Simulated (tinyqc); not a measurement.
Length offset and series resistance from crossing lines.

Question. R_total = Rs + k (L - dL)/Vo with constant Rs, dL and k. Find k, dL and Rs.

R_total at (L, Vo) = (40, 0.44), (80, 0.44), (40, 0.73) and (80, 0.73), L in nm and Vo in V (ohm um): 361.72727  670.81818  277.61644  463.91781

Solution. At each overdrive R is a straight line in L with slope k/Vo; the two lines cross at L = dL, R = Rs.

k = 3.400 ohm um V/nm
dL = 12.60 nm
Rs = 150.0 ohm um

Numbers from tinyqc (`OMP_NUM_THREADS=1 python tinyqc.py 2282240 2282241 out.jsonl`; about 0.04 s on one thread of a shared Intel Xeon 2.30GHz).
